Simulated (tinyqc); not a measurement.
Reverse leakage of an n+-p junction: diffusion, generation, trap-assisted and band-to-band tunnelling: two steps of the calculation.

One-sided abrupt junction in the depletion approximation, x from the junction (0) to W on the p side, field F = F0 (1 - x/W). Flat quasi-Fermi levels, long p side. Traps generate through SRH with both lifetimes shortened by 1 + Gamma (Hurkx enhancement, form for moderate fields); band-to-band generation is local and needs a total bending above Eg.

Inputs (values chosen for the exercise); band and dielectric values close to those of silicon: temperature T = 250 K; band gap Eg = 1.13 eV; relative permittivity eps_r = 11.6; conduction-band density of states at T Nc = 2.14e19 cm^-3; valence-band density of states at T Nv = 1.99e19 cm^-3; acceptor density of the lighter side Na = 4.5e16 cm^-3; donor density of the heavier side Nd = 5e19 cm^-3; SRH lifetime of both carriers at zero field tau = 1e-6 s; tunnelling mass mt = 0.24 m0; electron diffusion coefficient on the lighter side Dn = 18 cm^2/s; reverse bias VR = 2.1 V.

Constants: q = 1.602176634e-19 C, kB = 1.380649e-23 J/K, hbar = 1.054571817e-34 J s, m0 = 9.1093837015e-31 kg, Vt = kB T/q, eps0 = 8.8541878128e-14 F/cm where lengths are in cm. Results are converted to the units shown.

Problem 1. Field, scales and diffusion current. ni = sqrt(Nc Nv) exp(-Eg/(2 Vt)), Eg in volts; Vbi = Vt ln(Na Nd/ni^2); W = sqrt(2 eps0 eps_r (Vbi + VR)/(q Na)); F0 = 2 (Vbi + VR)/W; FG = sqrt(24 mt m0 (kB T)^3)/(q hbar); J_diff = q ni^2 sqrt(Dn/tau)(1 - exp(-VR/Vt))/Na.

Wanted: ni; Vbi; W; F0; FG; J_diff.

Solution 1.

ni = 8.409e7 cm^-3
Vbi = 1.017 V
W = 298.0 nm
F0 = 209.2 kV/cm
FG = 274.9 kV/cm
J_diff = 1.068e-16 A/cm^2

Problem 2. Current components. u = (Vbi + VR)(1 - x/W)^2, p = Na exp(-u/Vt), n = Nd exp((u - Vbi - VR)/Vt); G0 = ni^2 (1 - exp(-VR/Vt))/(tau (n + p + 2 ni cosh(Et/Vt))); Gamma = 2 sqrt(3 pi)(F/FG) exp((F/FG)^2); trap-assisted part G0 Gamma; G_bb = Ab F^2.5 exp(-Bb/F) with F in V/cm, zero unless Vbi + VR > Eg. 16 equal steps.

Each current is q times the trapezoid sum of its rate; J adds J_diff; J_bb under 1e-8 of the sum is given as 0.

```
point,x (nm),G0 (cm^-3 s^-1),G0 Gamma (cm^-3 s^-1),G_bb (cm^-3 s^-1)
0,0.00000,141.41629,1178.8630,3.6846479e-13
1,18.62552,5.5901562e9,4.0729506e10,6.2725956e-16
2,37.25104,2.0139395e11,1.2825755e12,4.3461878e-19
3,55.87656,2.0139449e11,1.1204138e12,9.9698410e-23
4,74.50208,2.0139449e11,9.7737206e11,~0
5,93.12760,2.0139449e11,8.5051004e11,~0
6,111.75312,2.0139449e11,7.3732567e11,~0
7,130.37864,2.0139449e11,6.3568062e11,~0
8,149.00416,2.0139449e11,5.4373599e11,~0
9,167.62968,2.0139424e11,4.5989824e11,~0
10,186.25520,2.0101900e11,3.8206360e11,~0
11,204.88072,1.0401407e11,1.6069582e11,~0
12,223.50625,1.3203934e9,1.5990627e9,~0
13,242.13177,2.5427877e7,2.2733050e7,~0
14,260.75729,1.5068828e6,8.8802365e5,0
15,279.38281,2.7651124e5,80924.698,0
16,298.00833,1.5712909e5,0,0
```

J_diff = 1.0680795e-16 A/cm^2

Give: J_SRH; J_TAT; J_bb; J.

Solution 2.

J_SRH = 5.739e-13 A/cm^2
J_TAT = 2.146e-12 A/cm^2
J_bb = 0 A/cm^2
J = 2.720e-12 A/cm^2

Range of the model: The n+ side is degenerate, so Vbi from Boltzmann statistics is only a guide.

Numbers from tinyqc (`OMP_NUM_THREADS=1 python tinyqc.py 2290021 2290022 out.jsonl`; about 0.01 s on one thread of a shared Intel Xeon 2.30GHz).

~0 in a residual or rate marks an entry under 1e-11 of the largest of its column.
